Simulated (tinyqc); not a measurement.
Inside a calculation. Method: FCI on RHF in the sto-3g basis, for H2, spin multiplicity 1. One step of it, computed by the program tinyqc.

Problem. Iteration 2 (converged): orbitals. Diagonalise F' = X^T F X, C = X C', fill 1 alpha and 1 beta electrons from the bottom; D = 2 C_occ C_occ^T. Each column has its largest component positive (the first on a tie).

converged F (hartree), order 1H 1s, 2H 1s:
```
[[-0.203133, -0.420449],
 [-0.420449, -0.203133]]
```

X, order 1H 1s, 2H 1s:
```
[[0.923967, 0.594580],
 [-0.923967, 0.594580]]
```

Give: F' = X^T F X; orbital energies; coefficients C; D after iteration 2.

Solution.

F' = X^T F X (hartree):
```
[[0.3711, 0.0000],
 [0.0000, -0.4409]]
```

orbital energies (hartree): [-0.4409, 0.3711]

coefficients C, order 1H 1s, 2H 1s:
```
[[0.5946, 0.9240],
 [0.5946, -0.9240]]
```

D after iteration 2, order 1H 1s, 2H 1s:
```
[[0.7071, 0.7071],
 [0.7071, 0.7071]]
```
